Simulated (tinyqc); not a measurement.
Quasi-harmonic thermal expansion with mode Grueneisen parameters: one step, computed by the program tinyqc.

A crystal with two atoms a cell; per atom there are 1 transverse acoustic (TA), 1/2 longitudinal acoustic (LA) and 3/2 optical (O) modes. Every frequency of group i scales as nu_i (V/V0)^(-gamma_i). Each group has one frequency. Static energy: E = (9 V0 B0/16) [y^3 B' + y^2 (2 - 4 y)], y = (V0/V)^(2/3) - 1, with pressure P_s = (3 B0/2) (z^7 - z^5) [1 + (3/4)(B' - 4)(z^2 - 1)], z = (V0/V)^(1/3).

Task: Grueneisen's estimate. gamma_th = sum gamma_i C_i / sum C_i; volume expansion coefficient alpha_V = gamma_th C k_B/(B0 V0); linear coefficient alpha_V/3; first-order volume change P_ph/B0.

Inputs (values chosen for the exercise, modelled on gallium arsenide): static volume V0 = 22.6 angstrom^3/atom; static bulk modulus B0 = 77.1 GPa; temperature T = 300 K.

Acoustic groups: Einstein.

Groups:
```
group  h nu_i/(k_B T)  U_i (meV)  C_i (k_B)  gamma_i C_i (k_B)
TA          0.3759407   26.15576  0.9883051         -0.9388899
LA          0.9262539   13.83720  0.4657350          0.5588820
O            1.223807   43.50117   1.326015           1.591218
```

phonon pressure at V0 = 0.3116310 GPa

Constants: k_B = 8.617333262e-05 eV/K; 1 eV/angstrom^3 = 160.2176634 GPa.

Give: heat capacity C at V0; gamma_th at V0; linear expansion, Grueneisen estimate; first-order volume change.

Result:

heat capacity C at V0 = 2.780 k_B/atom

gamma_th at V0 = 0.4357

linear expansion, Grueneisen estimate = 3.199 ppm/K

first-order volume change = 0.4042 %
